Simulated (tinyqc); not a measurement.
Inside a calculation. Model: carrier lifetime of an n-type layer with SRH, radiative, Auger and surface recombination.

tinyqc, about 0.01 s, one thread, Intel Xeon 2.30GHz (shared host): `OMP_NUM_THREADS=1 python tinyqc.py 2300140 2300141 out.jsonl` Printed values are rounded.

Uniform excess density dn = dp (no trapping), n = n0 + dn, p = p0 + dn, Boltzmann statistics, full ionisation. Surfaces enter as a rate 2 S dn/d, which holds while diffusion to them is fast.

Parameters, values chosen for the exercise; band and dielectric values close to those of silicon: temperature T = 350 K; band gap Eg = 1.13 eV; conduction-band density of states at T Nc = 3.49e19 cm^-3; valence-band density of states at T Nv = 3.38e19 cm^-3; radiative coefficient B = 4.78e-15 cm^3/s; donor density N = 4.2e17 cm^-3; Auger coefficient (two electrons) Cn = 2.4e-31 cm^6/s; Auger coefficient (two holes) Cp = 1.5e-31 cm^6/s; trap density Nt = 3.3e10 cm^-3; capture cross-section for electrons sn = 5e-17 cm^2; capture cross-section for holes sp = 1e-17 cm^2; thermal velocity (both carriers) vth = 1.2e7 cm/s; trap level below the conduction band Et = 0.34 eV; surface recombination velocity (both faces) S = 0 cm/s; sample thickness d = 3 um; generation rate G = 4.3e18 cm^-3 s^-1.

Constants: q = 1.602176634e-19 C, kB = 1.380649e-23 J/K, Vt = kB T/q. Results are converted to the units shown.

## Equilibrium densities and SRH constants

ni = sqrt(Nc Nv) exp(-Eg/(2 Vt)), Eg in volts; majority density N/2 + sqrt(N^2/4 + ni^2), n0 p0 = ni^2; n1 = Nc exp(-Et/Vt), p1 = Nv exp((Et - Eg)/Vt); tn0 = 1/(sn vth Nt), tp0 = 1/(sp vth Nt).

ni = 2.513212e11 cm^-3
n0 = 4.2e17 cm^-3
p0 = 1.503865e5 cm^-3
n1 = 4.436504e14 cm^-3
p1 = 1.423696e8 cm^-3
tn0 = 0.05050505 s
tp0 = 0.2525253 s

## Starting value

dn = 4e14 cm^-3.

dn at the start = 4e14 cm^-3

## Iteration 1: new dn

With e = n p - ni^2 = dn (n0 + p0 + dn): U_SRH = e/(tp0 (n + n1) + tn0 (p + p1)), U_rad = B e, U_Aug = (Cn n + Cp p) e, U_s = 2 S dn/d. Substitution: tau = dn/U with U the sum, dn(new) = G tau.

U_SRH = 1.582029e15 cm^-3 s^-1
U_rad = 8.038048e17 cm^-3 s^-1
U_Aug = 1.697676e19 cm^-3 s^-1
U_s = 0 cm^-3 s^-1
tau = 2.249447e-5 s
dn after iteration 1 = 9.672622e13 cm^-3

## Iteration 2: new dn

As before.

U_SRH = 3.826142e14 cm^-3 s^-1
U_rad = 1.942323e17 cm^-3 s^-1
U_Aug = 4.097477e18 cm^-3 s^-1
U_s = 0 cm^-3 s^-1
tau = 2.253591e-5 s
dn after iteration 2 = 9.690443e13 cm^-3

## Course of the iteration

Stop when the step is below 1e-10 of the value, or after 40 iterations.

Course of the iteration:
```
iteration  dn before the step (cm^-3)  step (cm^-3)
1                                4e14      -3.03e14
2                         9.672622e13       1.78e11
3                         9.690443e13       -1.05e8
4                         9.690433e13        6.17e4
5                         9.690433e13         -36.3
```

Converged in 5 iterations. At the solution d ln U/d ln dn = 1.00, so the logarithmic slope of the map is 1 - 1.00 = 0.00; its size is below 1, so substitution contracts.

## Lifetime, shares and quasi-Fermi splitting

converged dn = 9.690433e13 cm^-3

With e = n p - ni^2 = dn (n0 + p0 + dn): U_SRH = e/(tp0 (n + n1) + tn0 (p + p1)), U_rad = B e, U_Aug = (Cn n + Cp p) e, U_s = 2 S dn/d. tau = dn/U, shares of U, splitting Vt ln(n p/ni^2), radiative efficiency U_rad/U.

tau = 2.253589e-5 s
shares (%): SRH 0.00891, radiative 4.52535, Auger 95.46574, surface 0.00000
quasi-Fermi splitting = 0.6117793 V

Auger recombination takes the largest share. dn is 2.3e-4 times the doping: low injection.
